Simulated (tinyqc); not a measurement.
Short-channel transistor, virtual-source model with series resistance: effect of the velocity at the virtual source on the on and off currents.

The current per gate width is the charge at the top of the source barrier (the virtual source) times its velocity times a saturation function; al and be are fitting constants of the model. Units: I in uA/um, Rs in ohm um, so I Rs = 1e-6 I Rs in volts; Q in uC/cm^2, so I = 1e-4 Q vx0 Fsat with vx0 in cm/s.

Intrinsic voltages Vg' = Vgs - I Rs, Vd' = Vds - 2 I Rs. n = n0 + nd Vd', VT = VT0 - dl Vd', Ff = 1/(1 + exp((Vg' - VT + al Vt/2)/(al Vt))), Q = Cinv n Vt ln(1 + exp((Vg' - VT + al Vt Ff)/(n Vt))), Vdsat = (vx0 L/mu)(1 - Ff) + Vt Ff, Fsat = u/(1 + u^be)^(1/be) with u = Vd'/Vdsat, and I = Q vx0 Fsat per width. I is solved self-consistently. Ion is I at Vgs = Vds = 1 V, Ioff at Vgs = 0, Vds = 1 V, and Rlin = Vds/I at Vgs = 1 V, Vds = 0.05 V.

Inputs (values chosen for the exercise):
```
symbol,value,unit,meaning
T,293,K,temperature
Cinv,4,uF/cm^2,inversion capacitance
mu,880,cm^2/(V s),apparent mobility
L,90,nm,channel length
VT0,0.48,V,threshold at zero drain voltage
dl,0.035,V/V,drain-induced barrier lowering
n0,1.45,,subthreshold factor
nd,0,1/V,growth of n with drain voltage
al,3.5,,threshold shift (in units of Vt) from weak to strong inversion
be,1.6,,sharpness of saturation
Rs,30,ohm um,series resistance of each contact
```

Constants: q = 1.602176634e-19 C, kB = 1.380649e-23 J/K, Vt = kB T/q. Results are converted to the units shown.

Result of one run:

| vx0 (cm/s) | Ion (uA/um) | Ioff (nA/um) | log10(Ion/Ioff) | Rlin (ohm um) |
|---|---|---|---|---|
| 2.8e7 | 4181.3 | 23.458 | 5.2510 | 110.85 |

What becomes of these results when the velocity at the virtual source vx0 is changed from 2.8e7 to 5e6 cm/s, all else the same?

Result of the changed run:

| vx0 (cm/s) | Ion (uA/um) | Ioff (nA/um) | log10(Ion/Ioff) | Rlin (ohm um) |
|---|---|---|---|---|
| 5e6 | 1037.5 | 4.1901 | 5.3938 | 119.67 |

The whole series:

| vx0 (cm/s) | Ion (uA/um) | Ioff (nA/um) | log10(Ion/Ioff) | Rlin (ohm um) |
|---|---|---|---|---|
| 5e6 | 1037.5 | 4.1901 | 5.3938 | 119.67 |
| 7.1e6 | 1430.8 | 5.9499 | 5.3811 | 115.47 |
| 1e7 | 1934.4 | 8.3798 | 5.3633 | 113.23 |
| 1.4e7 | 2557.9 | 11.731 | 5.3385 | 111.99 |
| 2e7 | 3351.3 | 16.757 | 5.3010 | 111.25 |
| 2.8e7 | 4181.3 | 23.458 | 5.2510 | 110.85 |
| 4e7 | 5052.0 | 33.506 | 5.1783 | 110.61 |

As vx0 goes from 5e6 to 4e7 cm/s, Ion rises from 1040 to 5050 uA/um, Ioff rises from 4.19 to 33.5 nA/um and Rlin falls from 120 to 111 ohm um. Ion changes by a factor of 4.87 and Ioff by 8.00.

tinyqc, about 0.01 s, one thread, Intel Xeon 2.30GHz (shared host): `OMP_NUM_THREADS=1 python tinyqc.py 2380103 2380104 out.jsonl`
